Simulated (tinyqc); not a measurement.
Epitaxial growth on a vicinal surface: Burton-Cabrera-Frank step flow, step-edge barrier and island nucleation: one step, computed by the program tinyqc.

Adatoms land at rate F, hop on a square grid (a simplification for hexagonal faces), desorb, or join steps. Lengths are in units of a and n is the adatom coverage. Steps ascend at x = 0 and descend at x = l.

Problem. Scales. D = nu exp(-E_d/(k_B T)) (a^2/s, nu counted per direction); tau = exp(E_a/(k_B T))/nu; x_s = sqrt(D tau); n_eq = exp(-E_f/(k_B T)); terrace width l = h/(a tan(miscut)); Schwoebel length l_s = exp(E_s/(k_B T)) - 1. Temperatures in kelvin are T(C) + 273.15.

Inputs (values chosen for the exercise, close to those used for Si(111)):

| quantity | value | unit |
|---|---|---|
| site spacing a | 3.84 | angstrom |
| step height h | 3.14 | angstrom |
| diffusion barrier E_d | 1.12 | eV |
| desorption energy E_a | 2.86 | eV |
| adatom formation energy E_f | 1.16 | eV |
| step-edge barrier E_s | 0 | eV |
| attempt frequency nu | 10 | THz |
| miscut angle | 4 | degrees |
| temperature T | 840 | C |

Constants: k_B = 8.617333262e-05 eV/K.

Give: D; lifetime tau; diffusion length x_s; equilibrium coverage n_eq; terrace width l; Schwoebel length l_s.

Solution.

D = 8.496e+07 a^2/s

lifetime tau = 0.8884 s

diffusion length x_s = 8688 a

equilibrium coverage n_eq = 5.599e-06

terrace width l = 11.69 a

Schwoebel length l_s = 0 a

l/x_s = 0.00135: nearly every adatom reaches a step.
